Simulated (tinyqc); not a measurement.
Inside a calculation. Model: hydrogenic impurity: series, fields, screening, photoionisation and donor-acceptor pairs. Computed by tinyqc, a small Python program that keeps every step. Command: `OMP_NUM_THREADS=1 python tinyqc.py 3006639 3006640 out.jsonl hydrogenic walk`. One thread of a shared host (Intel(R) Xeon(R) Processor @ 2.30GHz), about 0.01 s of CPU time with the checks. Intermediate numbers are printed to about 6 digits and carried at full precision; extremes and crossings named in words are read from the listed rows.

One isotropic, parabolic band. Effective units: Ry* and a*, in which H = -nabla^2 - 2/r.

Inputs (values chosen for the exercise, modelled on ZnSe):
```
quantity                             value   unit
electron mass m                      0.152    m_0
dielectric constant eps               9.36      -
donor density N                    3.6e+17  cm^-3
magnetic field B                       150      T
depth of a short-range centre E_i      185    meV
```

Parts treated: magnetic field and photoionisation.

Constants: Ry = 13.605693123 eV; a_0 = 0.529177210903 angstrom; h x 1 THz = 4.135667696 meV; mu_B = 5.7883818060e-05 eV/T.

## Effective units and the series

Ry* = Ry m/eps^2, a* = a_0 eps/m; level n is bound by Ry*/n^2; <r> = (3/2) a* in 1s; lines 1s -> np at Ry* (1 - 1/n^2); 1 THz = 4.135667696 meV.

Ry* = 23.6055 meV

a* = 32.5862 angstrom

<r> of 1s = 48.8793 angstrom

Series:
```
n  binding (meV)  line from 1s (meV)  line (THz)
2        5.90137             17.7041     4.28083
3        2.62283             20.9826     5.07358
4        1.47534             22.1301     5.35104
5        0.94422             22.6612     5.47947
```

## Overlap of donors

Wigner-Seitz radius r_s = (3/(4 pi N))^(1/3); Mott criterion N_c^(1/3) a* = 0.26; overlap of two 1s orbitals at distance d: S = exp(-x)(1 + x + x^2/3), x = d/a*, with d = N^(-1/3).

r_s = 87.2040 angstrom

Mott density = 5.07949e+17 cm^-3

N over the Mott density = 0.708733

overlap S = 0.154118

The sample is on the insulating side, but close enough for an impurity band.

## Donor in a magnetic field

gamma = hbar omega_c/(2 Ry*) = mu_B B/(m Ry*). For m_z = 0, H = -nabla^2 - 2/r + gamma^2 rho^2/4, and the band edge moves to gamma Ry*. Basis: exp(-al rho^2 - be z^2), al_k = 0.02 x 2.4^k + gamma/4 x c with k = 0..11, be_k = 0.02 x 2.4^k and c = 0, 0.5, 1 (36 functions). With A = al_i + al_j, B = be_i + be_j (not the field) and the common factor pi^(3/2) dropped: S = 1/(A sqrt(B)), kinetic S (4 al_i al_j/A + 2 be_i be_j/B), <rho^2> = S/A, <1/r> = (2/sqrt(pi)) atanh(u)/(A u), u = sqrt(1 - B/A), which is (2/sqrt(pi))/A when A = B; overlap eigenvalues below 1e-11 are dropped. Binding = (gamma - E) Ry*; the spin term shifts level and edge alike.

gamma = 2.41987

hbar omega_c = 114.244 meV

magnetic length a*/sqrt(gamma) = 20.9477 angstrom

ground level = 5.84739 meV

binding energy in the field = 51.2748 meV

The field squeezes the orbit and raises the binding by a factor 2.172. Caution: the field is beyond non-destructive laboratory magnets (about 100 T).

## Weak-field and exact binding

Perturbation theory: E = -1 + gamma^2/2 - (53/96) gamma^4 Ry*.

Ground level (Ry*):
```
gamma    B (T)     basis  second order  fourth order  binding
0.24    14.877  -0.97270       -0.9712  -9.73032e-01  1.21270
0.30    18.596  -0.95837       -0.9550  -9.59472e-01  1.25837
0.50    30.993  -0.89441       -0.8750  -9.09505e-01  1.39441
0.60    37.192  -0.85492       -0.8200  -8.91550e-01  1.45492
0.70    43.391  -0.81144       -0.7550  -8.87555e-01  1.51144
1.00    61.987  -0.66233       -0.5000  -1.05208e+00  1.66233
1.20    74.384  -0.55096       -0.2800  -1.42480e+00  1.75096
2.40   148.768   0.23359        1.8800  -1.64368e+01  2.16641
4.80   297.536   2.07700       10.5200  -2.82549e+02  2.72300
9.70   601.272   6.24097       46.0450  -4.84151e+03  3.45903
```

Second order stays within 1 % of the basis value up to gamma = 0.30 of those listed and fourth order up to 0.30; beyond, the truncated (asymptotic) series fails, while the binding keeps growing slowly, to 3.46 Ry* at gamma = 9.7. Rows above about 100 T are beyond laboratory magnets, and there polaron and band-shape effects enter.

## Photoionisation line shapes

With x = h nu/E above threshold, normalised to their maxima: hydrogenic 1s: x^-4 exp(4 - 4 atan(k)/k)/(1 - exp(-2 pi/k)), k = sqrt(x - 1), which is 1 at threshold; delta-function centre (Lucovsky): 8 (x - 1)^(3/2)/x^3, which is 1 at x = 2. Energies use E = Ry* and E = E_i; band-to-band absorption, which hides both above the gap, is left out.

Relative cross-sections:
```
x     h nu, hydrogenic (meV)   hydrogenic  h nu, short-range centre (meV)  Lucovsky
1.05                  24.786  8.77722e-01                          194.25   0.07726
1.20                  28.327  6.12223e-01                          222.00   0.41409
1.50                  35.408  3.31741e-01                          277.50   0.83805
2                     47.211  1.47738e-01                          370.00   1.00000
2.50                  59.014  7.78364e-02                          462.50   0.94060
3.50                  82.619  2.90356e-02                          647.50   0.73756
5                    118.027  9.97300e-03                          925.00   0.51200
8                    188.844  2.36116e-03                         1480.00   0.28938
```

The Coulomb tail makes the hydrogenic cross-section largest at threshold, 23.61 meV; the short-range (neutral) centre starts from zero and peaks at twice its depth, 370.0 meV.

Checks made by the program: weak-field limit -1 + gamma^2/2 (relative difference 8e-06).
